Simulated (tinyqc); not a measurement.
Dopant redistribution at a moving silicon-oxide interface during parabolic oxidation: one step, computed by the program tinyqc.

Uniformly doped silicon is oxidised with x_ox = sqrt(B t); the interface advances into the silicon by alpha x_ox, alpha = 0.44. The dopant does not move in the oxide, and at the interface C(silicon) = m C(oxide).

Task: Rates. D = D0 exp(-E/(k_B T)), converted with 1 cm^2/s = 3.6e11 um^2/h; B = B0 exp(-E_B/(k_B T)); s = alpha sqrt(B/(4 D)), the interface advance over 2 sqrt(D t). Temperatures in kelvin are T(C) + 273.15.

Inputs (values chosen for the exercise, modelled on boron in silicon under steam):
```
quantity                         value    unit
dopant prefactor D0               1.03  cm^2/s
dopant activation energy E        3.53      eV
oxidation prefactor B0             357  um^2/h
oxidation activation energy E_B   0.78      eV
temperature T                     1150       C
time t                             3.8       h
```

Constants: k_B = 8.617333262e-05 eV/K.

Give: D; B; s; oxide thickness; diffusion length 2 sqrt(D t).

Result:

D = 0.1171 um^2/h

B = 0.6173 um^2/h

s = 0.5052

oxide thickness = 1.532 um

diffusion length 2 sqrt(D t) = 1.334 um

Interface and diffusion move at similar speeds. Caution: parabolic growth needs an oxide much thicker than the Deal-Grove length A, which fails for thin films and low temperatures; oxidation-enhanced or retarded diffusion is ignored.
